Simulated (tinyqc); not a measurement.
# Gate-all-around wire with two subbands, quantum capacitance, step by step

Computed by the program tinyqc: `OMP_NUM_THREADS=1 python tinyqc.py 2200049 2200050 out.jsonl`, one thread of a shared Intel Xeon 2.30GHz, about 0.01 s for the whole run. Printed values are rounded.

phi is the Fermi level above the lowest subband edge, in volts; Vg is counted from the gate voltage at which an empty wire would have phi = 0. Both directions of motion are filled (equilibrium).

Inputs (values chosen for the exercise): temperature T = 150 K; relative permittivity of the gate insulator (close to hafnium oxide) eox = 22.6; insulator thickness tox = 3.9 nm; mass along the wire md = 0.24 m0; valley degeneracy gv = 1; second subband above the first E2 = 0.08 eV; orbital degeneracy of the second subband g2 = 2; radius of the wire rw = 3.7 nm; gate voltage Vg = 0.31 V.

Constants: q = 1.602176634e-19 C, kB = 1.380649e-23 J/K, hbar = 1.054571817e-34 J s, m0 = 9.1093837015e-31 kg, Vt = kB T/q, eps0 = 8.8541878128e-14 F/cm where lengths are in cm. Results are converted to the units shown.

## Gate capacitance

Cox = 2 pi eps0 eox/ln(1 + tox/rw) per length.

Cox = 17.46690 pF/cm

## Starting value

phi = 0.01 V.

phi at the start = 0.01 V

## Iteration 1: new phi

N1 = gv sqrt(2 md m0 kB T/(pi hbar^2)); n1 = N1 F(phi/Vt), n2 = g2 N1 F((phi - E2)/Vt), n = n1 + n2, F(e) = (1/sqrt(pi)) int_0^infinity u^(-1/2) du/(1 + exp(u - e)); Cq = q dn/dphi = (q N1/Vt) [F'(phi/Vt) + g2 F'((phi - E2)/Vt)]. Substitution: phi(new) = Vg - q (n)/Cox.

n1 = 1.491794e6 cm^-1
n2 = 14274.86 cm^-1
phi after iteration 1 = 0.2961854 V

## Iteration 2: new phi

As before.

n1 = 8.688862e6 cm^-1
n2 = 1.483604e7 cm^-1
phi after iteration 2 = 0.09421449 V

## Course of the iteration

Stop when the step is below 1e-10 V, or after 40 iterations.

Course of the iteration:
```
iteration  phi before the step (V)  step (V)
1                             0.01     0.286
2                        0.2961854    -0.202
3                       0.09421449     0.140
4                        0.2337554    -0.109
5                        0.1246384    0.0745
6                        0.1991167   -0.0550
7                        0.1440726    0.0378
8                        0.1818673   -0.0271
9                        0.1547549    0.0188
...                            ...       ...
32                       0.1656433  -5.33e-6
33                       0.1656380   3.73e-6
34                       0.1656417  -2.62e-6
35                       0.1656391   1.83e-6
36                       0.1656409  -1.28e-6
37                       0.1656396   9.01e-7
38                       0.1656405  -6.31e-7
39                       0.1656399   4.42e-7
40                       0.1656404  -3.10e-7
```

Not converged within 40 iterations: the residual falls steadily but slowly, by a factor of about 0.70 a step over the last four steps (counting the size of the step as the residual). At the solution the slope of the map is -(Cq)/Cox = -0.70; its size is below 1, so substitution contracts. A rerun with Newton steps converges in 5 iterations.
